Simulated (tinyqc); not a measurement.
Junction field-effect transistor with two gates, gradual channel with velocity saturation: two steps of the calculation.

A uniformly doped n-type channel, depleted from both sides by p+ gates; at channel potential V the depleted share of a is u = sqrt((Vbi - Vg + V)/Vp), s at the source. Electrons drift with v = mu E/(1 + mu E/vsat). Abrupt depletion edge, no series resistance, source at 0.

Parameters, values chosen for the exercise: gate voltage Vg = 0 V; drain voltage Vd = 0.28 V.

Problem 1. Current below saturation. u = sqrt((Vbi - Vg + Vd)/Vp). I = (G0 Vp/3) F/(1 + Z (u^2 - s^2)), F = 3 (u^2 - s^2) - 2 (u^3 - s^3), with u at V = Vd; Z = 0 gives constant mobility, for which u stops at 1.

Vbi = 1.3236878 V
Vp = 3.1345891 V
G0 = 528.71829 mS
Z = 48.977955
s = 0.64983406

Find: u; F; I for Z = 0; I.

Solution 1.

u = 0.7153
F = 0.08493
I for Z = 0 = 46.92 mA
I = 8.729 mA

The falling mobility lowers the current by 81.4 %.

Problem 2. The saturation point by Newton steps. a is the channel (half-)thickness, Vp its pinch-off voltage and Z = mu Vp/(vsat L); an iterate with u > 1 is an overshoot, not a physical state. f = (1 - u)(1 + Z (u^2 - s^2)) - Z F/3, F = 3 (u^2 - s^2) - 2 (u^3 - s^3); f' = -(1 + Z (u^2 - s^2)); u(new) = u - f/f'.

u at the start = 1
Z = 48.977955
s = 0.64983406

Give: f; f'; u after iteration 1.

Solution 2.

f = -4.604
f' = -29.30
u after iteration 1 = 0.8429

Numbers from tinyqc (`OMP_NUM_THREADS=1 python tinyqc.py 2500052 2500053 out.jsonl`; about 0.06 s on one thread of a shared Intel Xeon 2.30GHz).
